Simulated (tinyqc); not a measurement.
Inside a calculation. Method: coherent transport through a tight-binding region between two chains. One step of it, computed by the program tinyqc.

Question. Transmission at E = -0.77 eV. Surface Green function g = (E - i sqrt(4 t^2 - E^2)) / (2 t^2); self-energy tc^2 g on each contact site; G = (E - H - Sigma)^(-1); Gamma = -2 Im Sigma; T = Gamma_L Gamma_R |G_LR|^2; local density of states -Im G_ii / pi.

H of the central region (eV), lower triangle:
```
           1          2          3         4
1  -0.040000
2  -0.910000  -0.600000
3   0.000000  -0.910000  -0.450000
4  -0.910000   0.000000  -0.910000  0.190000
```

Leads: semi-infinite chains with site energy 0:

| parameter | value |
|---|---|
| lead hopping t (eV) | 2.030000 |
| coupling to the left lead (eV) | 0.820000 |
| coupling to the right lead (eV) | 1.190000 |
| left contact site | 1 |
| right contact site | 2 |

E = -0.770000 eV

Give: g; G; local density of states; transmission.

Answer.

g = -0.0934-0.4837i 1/eV

G (1/eV), lower triangle:
```
                 1                2                3                4
1  -0.8529-0.3281i
2   0.2042+0.2020i  -0.5698-0.3189i
3   1.0134+0.1828i   0.6311+0.2137i  -0.8264-0.6489i
4   0.1522-0.1378i   0.7918+0.3940i   0.1772-0.4419i  -0.7294-0.5494i
```

local density of states (1/eV): 0.1044  0.1015  0.2065  0.1749

transmission = 0.0735
